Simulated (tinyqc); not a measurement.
# Worked calculation: elastic trap-assisted tunnelling through a dielectric

Program tinyqc, `OMP_NUM_THREADS=1 python tinyqc.py 2370031 2370032 out.jsonl`; Intel Xeon 2.30GHz, shared host, one thread, about 0.04 s. Printed values are rounded.

Emitter at x = 0 (Fermi level 0), collector at x = t (Fermi level -V), band edge U(x) = phi - F x, F = V/t. A trap at x has the energy E = U(x) - Et. With G(u) = (4/(3 F)) sqrt(mo/C) max(u, 0)^1.5, C = hbar^2/(2 m0): S1 = G(phi - E) - G(Et), S2 = G(Et) - G(phi - V - E), T1,2 = exp(-S1,2). The steady rate through one trap is nu T1 T2 (f1 - f2)/(T1 + T2), f1 = f(E), f2 = f(E + V), f(y) = 1/(1 + exp(y/Vt)); both contacts offer states at E.

Inputs (values chosen for the exercise); dielectric values close to those of silicon dioxide: temperature T = 300 K; barrier above the emitter Fermi level phi = 3.05 eV; tunnelling mass mo = 0.48 m0; thickness t = 7.2 nm; trap depth below the band edge of the dielectric Et = 2.89 eV; trap density Nt = 1.1e17 cm^-3; attempt frequency nu = 1e13 1/s; points of the grid n = 11; voltage V = 1.64 V; left end of the grid xa = 2.83 nm; right end of the grid xb = 3.82 nm.

Constants: q = 1.602176634e-19 C, kB = 1.380649e-23 J/K, hbar = 1.054571817e-34 J s, m0 = 9.1093837015e-31 kg, Vt = kB T/q, hbar^2/(2 m0) = 0.0380998212 eV nm^2. Results are converted to the units shown.

Range of the model: Phonon-assisted (inelastic) capture, chains of traps and a spread of trap depths are left out.

## Rate through a trap near the best position

n equally spaced x from xa to xb, where nearly all of the current flows; J = q Nt times the integral of the rate, by Simpson's rule.

```
point   x (nm)     E (eV)       S1       S2  f1 - f2  rate (1/s)
0      2.83000  -0.484611  35.9916  47.8948  1.00000  1.58322e-8
1      2.92900  -0.507161  37.3150  46.9246  1.00000  4.17713e-8
2      3.02800  -0.529711  38.6426  45.9486  1.00000  1.10781e-7
3      3.12700  -0.552261  39.9744  44.9670  1.00000  2.93858e-7
4      3.22600  -0.574811  41.3103  43.9797  1.00000  7.42599e-7
5      3.32500  -0.597361  42.6504  42.9868  1.00000  1.25016e-6
6      3.42400  -0.619911  43.9947  41.9883  1.00000  6.89528e-7
7      3.52300  -0.642461  45.3431  40.9842  1.00000  2.00550e-7
8      3.62200  -0.665011  46.6956  39.9746        1  5.24599e-8
9      3.72100  -0.687561  48.0523  38.9595        1  1.35246e-8
10     3.82000  -0.710111  49.4130  37.9389        1  3.46905e-9
```

J = 6.05407e-16 A/cm^2

A converged quadrature gives 5.973e-16 A/cm^2; this grid is 1.4 % above that. The rate peaks at x = 3.33 nm; traps sink below the emitter Fermi level beyond x = 0.702 nm.

## The best-placed trap against direct tunnelling

xs = 3.33 nm

At x = xs: E, S1, S2 and the occupation (T1 f1 + T2 f2)/(T1 + T2). Direct tunnelling at E = 0 has S = (4/(3 F)) sqrt(mo/C) [phi^1.5 - max(phi - V, 0)^1.5].

E = -0.598500 eV
S1 = 42.7182
S2 = 42.9365
occupation = 0.554353
S of direct tunnelling = 75.8848

The harder of the two steps has S = 42.9, 56.6 % of the direct exponent: the trap splits one long tunnelling path into two short ones.
